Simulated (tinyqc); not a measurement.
Valley-orbit splitting of a donor ground state, with strain: one step, computed by the program tinyqc.

The basis is the 1s envelope in each valley; energies are counted from the unstrained conduction-band edge. The strain is e_s (a a^T - 1/3) for the unit stress axis a, so valley j along n_j moves by Xi_u e_s w_j with w_j = (n_j.a)^2 - 1/3: +1/6 for x and y, -1/3 for z. The splitting at the zone boundary that a [110] shear adds for <100> valleys is left out.

Problem. Levels and ground state under strain. Diagonalise H; the ground vector has positive components. The density at the nucleus, and so the contact hyperfine coupling, scales as (sum_j c_j)^2/(number of valleys), which is 1 without strain; the envelopes are held fixed.

Valleys: six along <100>. Stress axis: [110].

H (meV):
```
,+x,-x,+y,-y,+z,-z
+x,-31.87117,-2.99000,-3.96000,-3.96000,-3.96000,-3.96000
-x,-2.99000,-31.87117,-3.96000,-3.96000,-3.96000,-3.96000
+y,-3.96000,-3.96000,-31.87117,-2.99000,-3.96000,-3.96000
-y,-3.96000,-3.96000,-2.99000,-31.87117,-3.96000,-3.96000
+z,-3.96000,-3.96000,-3.96000,-3.96000,-30.58067,-2.99000
-z,-3.96000,-3.96000,-3.96000,-3.96000,-2.99000,-30.58067
```

Give: levels; valley amplitudes of the ground state; hyperfine ratio A/A_0.

Solution.

levels (meV): [-50.29, -28.88, -28.88, -27.59, -26.94, -26.07]

valley amplitudes of the ground state: +x 0.4154, -x 0.4154, +y 0.4154, -y 0.4154, +z 0.3936, -z 0.3936

hyperfine ratio A/A_0 = 0.9994
